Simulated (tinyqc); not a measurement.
Boltzmann transport in a parabolic band with a power-law relaxation time: one step. Reduced Fermi level. Three cases, with inputs chosen for the exercise.

Question. Solve for eta.

F_j(eta) = (1/Gamma(j + 1)) integral_0^infinity x^j dx/(1 + exp(x - eta)), which tends to exp(eta) for eta << 0.

n = N F_1/2(eta) with N = 2 (m kB T/(4 pi c))^(3/2) with c = hbar^2/2m0, in 1/angstrom^3; times 1e24 for 1/cm^3, m = md.

Constants: hbar^2/2m0 = 3.80998211 eV angstrom^2; kB = 8.617333262e-05 eV/K.

Give: N; eta.

Case 1.

Values chosen (out of a larger set: masses near those of GaN; tau0 is set for a mobility of the usual size at this n, kL is a free input; freeze-out and phonon drag, which matter near 77 K, are left out; not measured data):
- n = 3.5e+16 1/cm^3 (electron density)
- md = 0.194 m0 (density-of-states mass)
- T = 200 K

Answer.

N = 1.167e+18 1/cm^3
eta = -3.4964

Case 2.

Values chosen (out of a larger set: masses near those of InP; tau0 is set for a mobility of the usual size at this n, kL is a free input; freeze-out and phonon drag, which matter near 77 K, are left out; not measured data):
- n = 1.6e+16 1/cm^3 (electron density)
- md = 0.075 m0 (density-of-states mass)
- T = 77 K

Answer.

N = 6.702e+16 1/cm^3
eta = -1.3483

Case 3.

Values chosen (out of a larger set: masses near those of GaAs; tau0 is set for a mobility of the usual size at this n, kL is a free input; freeze-out and phonon drag, which matter near 77 K, are left out; not measured data):
- n = 8.4e+14 1/cm^3 (electron density)
- md = 0.063 m0 (density-of-states mass)
- T = 200 K

Answer.

N = 2.160e+17 1/cm^3
eta = -5.5482

Computed by tinyqc, one run a case: `OMP_NUM_THREADS=1 python tinyqc.py N N+1 out.jsonl` with N = 1650102, 1650197, 1650234; one thread of a shared Intel(R) Xeon(R) Processor @ 2.30GHz, about 0.01 s a run at most.
